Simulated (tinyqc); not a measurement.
Elastic strain and critical thickness of a cubic alloy layer A(1-x)B(x) on a thick substrate. From misfit f back to fraction x of B. Computed by tinyqc, a small Python program. Command: `OMP_NUM_THREADS=1 python tinyqc.py 3021632 3021633 out.jsonl misfit inv`. One thread of a shared host (Intel(R) Xeon(R) Processor @ 2.30GHz), about 0.01 s of CPU time with the checks.

Strain is positive in tension. The layer is coherent with the substrate unless said otherwise.

Inputs (values chosen for the exercise, for a model alloy): lattice constant a_A = 5.869 angstrom; lattice constant a_B = 5.451 angstrom; substrate lattice constant a_S = 5.653 angstrom.

C11, C12, C44 of A (GPa): [99.46, 57.72, 44.6]

C11, C12, C44 of B (GPa): [132.6, 65.5, 63.97]

Method. a = (1 - x) a_A + x a_B, the same rule for each C_ij; misfit f = (a_S - a)/a, the in-plane strain of the coherent layer.

Question. A run gave the result below. Find the fraction x of B, known to lie between 0.7 and 0.97.

misfit f = 0.02049865

Answer.

Each step takes the trial c = (a f_b - b f_a)/(f_b - f_a), f being the result less the target and a, b, c the logarithms of the listed values; c replaces end b, the old b replaces a if the sign of f changed, and otherwise f_a is halved.

Scan of the range:
```
fraction x of B   misfit f
0.700            0.0137365
0.739            0.0167087
0.780            0.0198522
0.824            0.0232474
0.870            0.0268212
0.919            0.0306557
0.970            0.0346772
```

False position (Illinois rule, in the logarithm of the input) inside the bracket:
```
step     end a     end b     trial   misfit f
1     0.780000  0.824000  0.788192  0.0204827
2     0.824000  0.788192  0.788395  0.0204983
3     0.824000  0.788395  0.788405  0.0204990
4     0.788395  0.788405  0.788400  0.0204986
```

Misfit f rises at every point of a 13-point scan of the range (every second point is shown), so one value fits; it is bracketed by 0.780 and 0.824. Answer: fraction x of B = 0.7884.
